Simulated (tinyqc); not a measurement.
## Hall measurement with a parallel conducting layer

Two layers in parallel, unit Hall factors, low field: 1/Rs = q (ns mu + n2 m2); apparent mobility (ns mu^2 + sg n2 m2^2)/(ns mu + n2 m2); apparent density (ns mu + n2 m2)^2/(ns mu^2 + sg n2 m2^2); a negative value means the sign of the second layer.

Values chosen for this exercise:
```
symbol,value,unit,meaning
ns,4.5e15,cm^-2,sheet density of the layer
mu,22,cm^2/(V s),drift mobility
m2,620,cm^2/(V s),mobility of the parallel layer
sg,1,,sign of its carriers relative to the first layer
```

Constants: q = 1.602176634e-19 C. Results are converted to the units shown.

Hall measurement with a parallel conducting layer:
```
n2 (cm^-2),Rs (ohm/square),apparent density (cm^-2),apparent mobility (cm^2/(V s)),share of the conductance in layer 2 (%)
2e13,56.028,1.2579e15,88.564,11.131
6e13,45.826,7.3490e14,185.33,27.313
3e14,21.900,6.9129e14,412.27,65.263
1e15,8.6808,1.3373e15,537.66,86.231
5e15,1.9511,5.3184e15,601.49,96.905
2e16,0.49936,2.0315e16,615.26,99.208
8e16,0.12559,8.0314e16,618.81,99.801
3e17,0.033539,3.0031e17,619.68,99.947
1e18,0.010065,1.0003e18,619.90,99.984
```

What does the comparison show?

The apparent mobility rises from 88.6 to 620 cm^2/(V s), between mu = 22 and sg m2 = 620. The apparent density never exceeds ns + n2; among the rows it falls to 0.144 of that sum, at n2 = 3e14.

Computed by the program tinyqc: `OMP_NUM_THREADS=1 python tinyqc.py 2850132 2850133 out.jsonl`, one thread of a shared Intel Xeon 2.30GHz, about 0.01 s for the whole run.
